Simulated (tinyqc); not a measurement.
# Inputs raised by 5 %, one at a time

Model: two-valley model of the transferred-electron effect. Computed by tinyqc, a small Python program. Command: `OMP_NUM_THREADS=1 python tinyqc.py 3007993 3007994 out.jsonl gunn sens`. One thread of a shared host (Intel(R) Xeon(R) Processor @ 2.30GHz), about 0.02 s of CPU time with the checks.

Both kinds of valley share one electron temperature T_e, and each has a constant mobility.

Inputs (values chosen for the exercise, modelled on InP):
```
quantity                       value        unit
central-valley mass m1          0.08         m_0
satellite-valley mass m2        0.28         m_0
satellite valleys Z                4           -
valley separation dE            0.51          eV
central-valley mobility mu1     4500  cm^2/(V s)
satellite-valley mobility mu2    140  cm^2/(V s)
energy relaxation time tau_E    0.71          ps
lattice temperature T            150           K
electric field F                 9.9       kV/cm
mixing                           0.1           -
iteration cap                    600           -
```

Solver: damped fixed point.

Constants: k_B = 8.617333262e-05 eV/K.

Method:
- Density-of-states ratio R = Z (m2/m1)^(3/2); n2/n1 = R exp(-dE/(k_B T_e)); mean mobility mu = (mu1 + mu2 n2/n1)/(1 + n2/n1); energy balance e mu F^2 = (3/2) k_B (T_e - T)/tau_E; v = mu F.
- Fixed point from T_e = T: T_out = T + (2/3) e mu(T_e) F^2 tau_E/k_B, T_new = T_e + mixing (T_out - T_e); stop when |T_out - T_e| is below 1e-6 K.
- Using T_e as the parameter, F(T_e) = sqrt(3 k_B (T_e - T)/(2 e mu tau_E)) and v = mu F; find the first maximum and the next minimum of v, and the most negative dv/dF between them.

Runs; columns: (1) input moved; (2) from; (3) to; (4) peak velocity (1e7 cm/s); (5) peak-to-valley ratio; (6) drift velocity (1e7 cm/s); (7) electron temperature T_e (K):
```
(1)                                          (2)     (3)     (4)     (5)     (6)     (7)
base run                                       -       -  2.7381  1.1817  2.7063  1621.6
central-valley mass m1 (m_0)                0.08   0.084  2.7651  1.1631  2.7399  1639.9
valley separation dE (eV)                   0.51  0.5355  2.8137  1.1840  2.7885  1666.4
central-valley mobility mu1 (cm^2/(V s))    4500    4725  2.8049  1.1858  2.7634  1652.7
satellite-valley mobility mu2 (cm^2/(V s))   140     147  2.7389  1.1775  2.7075  1622.3
energy relaxation time tau_E (ps)           0.71  0.7455  2.6721  1.1817  2.6330  1653.4
lattice temperature T (K)                    150   157.5  2.7299  1.1793  2.6986  1624.9
electric field F (kV/cm)                     9.9  10.395  2.7381  1.1817  2.6891  1685.4
```

Exponents ln(y'/y) / ln(x'/x):
```
input                          peak velocity  peak-to-valley ratio  drift velocity  electron temperature T_e
central-valley mass m1                 0.201                -0.324           0.253                     0.230
valley separation dE                   0.558                 0.039           0.613                     0.557
central-valley mobility mu1            0.494                 0.071           0.428                     0.389
satellite-valley mobility mu2          0.006                -0.073           0.009                     0.008
energy relaxation time tau_E          -0.500                 0.000          -0.563                     0.397
lattice temperature T                 -0.062                -0.041          -0.059                     0.042
electric field F                       0.000                 0.000          -0.131                     0.790
```

To which inputs is each result most sensitive?

Among the inputs moved here: peak velocity answers most in size to valley separation dE (exponent +0.558), next to energy relaxation time tau_E (-0.500); its exponent is below 0.0005 for electric field F. Its exponent +0.494 in central-valley mobility mu1: v = mu1 F at a field proportional to mu1^(-1/2). Its exponent -0.500 in energy relaxation time tau_E: the curve scales with F^2 tau_E. peak-to-valley ratio answers most in size to central-valley mass m1 (exponent -0.324), next to satellite-valley mobility mu2 (-0.073); its exponent is below 0.0005 for energy relaxation time tau_E, electric field F. Its exponent 0.000 in energy relaxation time tau_E: tau_E rescales the field and velocity axes by the same factor. Drift velocity answers most in size to valley separation dE (exponent +0.613), next to energy relaxation time tau_E (-0.563). Electron temperature T_e answers most in size to electric field F (exponent +0.790), next to valley separation dE (+0.557).

Extremes, crossings and ranges named in words are read from the listed rows.
